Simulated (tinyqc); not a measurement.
Inside a calculation. Method: G0W0 on RHF in the 6-31g basis, for H2, spin multiplicity 1. One step of it, computed by the program tinyqc.

Problem. Iteration 8 (converged): orbitals. Diagonalise F' = X^T F X, C = X C', fill 1 alpha and 1 beta electrons from the bottom; D = 2 C_occ C_occ^T. Each column has its largest component positive (the first on a tie).

converged F (hartree), lower triangle:
```
,1H 1s,1H 2s,2H 1s,2H 2s
1H 1s,0.030659
1H 2s,-0.468495,-0.329337
2H 1s,-0.491788,-0.469317,0.030659
2H 2s,-0.469317,-0.372711,-0.468495,-0.329337
```

X, lower triangle:
```
,1H 1s,1H 2s,2H 1s,2H 2s
1H 1s,1.267002
1H 2s,-0.497775,1.822723
2H 1s,-0.115613,0.051256,1.267002
2H 2s,0.051256,-0.851924,-0.497775,1.822723
```

Give: F' = X^T F X; orbital energies; coefficients C; D after iteration 8.

Solution.

F' = X^T F X (hartree), lower triangle:
```
,1,2,3,4
1,0.6118
2,-0.5754,0.2624
3,-0.3988,-0.1184,0.6118
4,-0.1184,-0.2029,-0.5754,0.2624
```

orbital energies (hartree): MO1 -0.5618, MO2 0.2058, MO3 0.8343, MO4 1.2701

coefficients C:
```
,MO1,MO2,MO3,MO4
1H 1s,0.3079,0.1452,0.8172,-1.0418
1H 2s,0.3008,1.4529,-0.6931,1.2715
2H 1s,0.3079,-0.1452,0.8172,1.0418
2H 2s,0.3008,-1.4529,-0.6931,-1.2715
```

D after iteration 8, lower triangle:
```
,1H 1s,1H 2s,2H 1s,2H 2s
1H 1s,0.1896
1H 2s,0.1852,0.1809
2H 1s,0.1896,0.1852,0.1896
2H 2s,0.1852,0.1809,0.1852,0.1809
```
